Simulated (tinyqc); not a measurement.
Current of a Schottky diode by thermionic-emission-diffusion theory, and its read-back from I-V-T and C-V data: one step, computed by the program tinyqc.

Full ionisation, no tunnelling, no recombination current. V is the voltage across the junction itself, forward positive.

Question. Current. N_c(T) = N_c (T/300 K)^(3/2); V_bi = phi_0 - (k_B T/e) ln(N_c(T)/N); surface field F = sqrt(2 e N (V_bi - V - k_B T/e)/(eps eps_0)); image lowering d_phi = sqrt(e F/(4 pi eps eps_0)); effective barrier phi = phi_0 - d_phi - sigma^2 (1 - rho V)/(2 k_B T). Collection velocity v_R = A* T^2/(e N_c(T)); diffusion velocity v_D = mu F; J = e N_c(T) v_R/(1 + v_R/v_D) exp(-phi/k_B T) [exp(e V/k_B T) - 1]. Terminal voltage V + J R_s.

Inputs (values chosen for the exercise, modelled on n-type 4H-SiC):
```
quantity,value,unit
Richardson constant A*,148,A/(cm^2 K^2)
"effective density of states at 300 K, N_c",1.8e+19,1/cm^3
permittivity eps,9.7,-
mobility mu,960,cm^2/(V s)
barrier without image force phi_0 (mean),1.17,eV
doping N,5.3e+16,1/cm^3
series resistance R_s,0.11,milliohm cm^2
junction voltage V,0.47,V
temperature T,250,K
standard deviation sigma,33,meV
"relative change of sigma^2 with bias, rho",0.7,1/V
```

Barrier: Gaussian spread of heights.

Constants: k_B = 8.617333262e-05 eV/K; e = 1.602176634e-19 C; eps_0 = 8.8541878128e-12 F/m.

Give: v_R; v_D; current density J; terminal voltage.

Answer.

v_R = 4.216e+06 cm/s

v_D = 1.009e+08 cm/s

current density J = 9.445e-07 A/cm^2

terminal voltage = 0.4700 V

v_D/v_R = 23.9: emission over the barrier limits the current.
